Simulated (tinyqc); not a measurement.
Field-effect mobility of a thin-film transistor with band-tail and deep states (multiple trapping). Changing the tail density at the edge g_t. Computed by tinyqc, a small Python program. Command: `OMP_NUM_THREADS=1 python tinyqc.py 3025633 3025634 out.jsonl tft sweep`. One thread of a shared host (Intel(R) Xeon(R) Processor @ 2.30GHz), about 0.1 s of CPU time with the checks.

A thick film in accumulation at small drain voltage. Only free electrons move; trapped ones still screen the gate. N_c and mu_0 are held fixed when T changes, leaving out the T^(3/2) growth of N_c. x = E_0 - psi is the distance of the Fermi level below the band edge.

Inputs (values chosen for the exercise, modelled on polycrystalline silicon):
```
quantity                                           value        unit
permittivity eps                                    11.7           -
effective density of states N_c                  2.9e+19      1/cm^3
band mobility mu_0                                   170  cm^2/(V s)
tail width E_t                                        40         meV
flat-band Fermi level below the edge, E_0           0.67          eV
equivalent oxide thickness t                          40          nm
surface band bending psi_s as a fraction of E_0      0.9           -
temperature T                                        350           K
```

Deep states: none.

Constants: k_B = 8.617333262e-05 eV/K; e = 1.602176634e-19 C; eps_0 = 8.8541878128e-12 F/m.

Method:
- F_j(eta) = int_0^infinity x^j/(1 + exp(x - eta)) dx, without a gamma-function factor.
- Integrals over x = E/(k_B T) use 160 Gauss-Legendre points in u = sqrt(x) from 0 to sqrt(max(eta, 0) + 32).
- Free n(x) = N_c (2/sqrt(pi)) F_1/2(-x/k_B T), with F_1/2 from its two-term series in exp(-x/k_B T) for x >= 12 k_B T; tail n_t(x) = int_0^1.2eV g_t exp(-E/E_t)/(1 + exp((x - E)/k_B T)) dE, E counted down from the edge, 120 Gauss-Legendre points; space charge rho(psi) = n + n_t less its value at psi = 0.
- Poisson: F(psi) = sqrt((2 e/(eps eps_0)) int_0^psi rho dpsi'); V_G - V_FB = psi_s + eps F(psi_s) t/3.9; free sheet density N_f = int (n - n(E_0))/F dpsi; induced sheet density N_i = eps eps_0 F(psi_s)/e; trapezoid rule on 301 even points in psi, the first interval left out of N_f.
- mu_eff = mu_0 N_f/N_i; field-effect mobility mu_FE = mu_0 e (dN_f/dV_G)/C_ox and swing S = dV_G/dlog10(N_f), by a central difference of +/- 2 mV in psi_s; C_ox = 3.9 eps_0/t.

One run for each value; columns: (1) tail density at the edge g_t (1/(eV cm^3)); (2) effective mobility mu_eff (cm^2/(V s)); (3) V_G - V_FB (V); (4) swing S (mV/decade); (5) induced sheet density N_i (1/cm^2):
```
(1)          (2)     (3)    (4)         (5)
4.40e+18  161.98   2.669   4756  1.1134e+12
1.20e+19  150.55   2.720   4665  1.1405e+12
3.20e+19  128.13   2.846   4534  1.2087e+12
8.50e+19   93.23   3.152   4460  1.3733e+12
2.30e+20   54.15   3.843   4727  1.7460e+12
6.10e+20   25.97   5.185   5742  2.4689e+12
1.60e+21   11.04   7.555   7950  3.7461e+12
4.40e+21    4.21  11.813  12237  6.0401e+12
```

Over the rows, effective mobility mu_eff (cm^2/(V s)) falls from 162 to 4.21 (exponent d ln y / d ln x -0.073 between the first rows and -0.95 between the last); V_G - V_FB (V) rises from 2.67 to 11.8 (exponent d ln y / d ln x 0.019 between the first rows and 0.44 between the last); swing S (mV/decade) goes from 4760 through a minimum among these rows, 4460 at 8.50e19, to 12200. At the high end the exponent of effective mobility mu_eff is -0.95, close to -1: the tail holds nearly all the charge. At the high end the exponent of induced sheet density N_i is 0.47, close to 0.50: the field grows as the square root of the space charge.

Extremes, crossings and ranges named in words are read from the listed rows.
